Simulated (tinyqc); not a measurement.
## Transfer length from front and end resistance

Inverse problem. A contact of length d and width W has Rc = (Rsh Lt/W) coth(d/Lt) and Re = (Rsh Lt/W)/sinh(d/Lt), with Rsh the sheet resistance under the metal and Lt = sqrt(rc/Rsh). Find Lt, Rsh and rc.

Inputs (values chosen for the exercise): contact length d = 3.7 um; contact width W = 70 um.

Rc = 0.37111272 ohm
Re = 0.024120471 ohm

Solution. Rc/Re = cosh(d/Lt) gives Lt, and Re then gives Rsh.

Lt = 1.080 um
Rsh = 24.00 ohm/sq
rc = 2.800e-7 ohm cm^2

Numbers from tinyqc (`OMP_NUM_THREADS=1 python tinyqc.py 2760138 2760139 out.jsonl`; about 0.01 s on one thread of a shared Intel Xeon 2.30GHz).
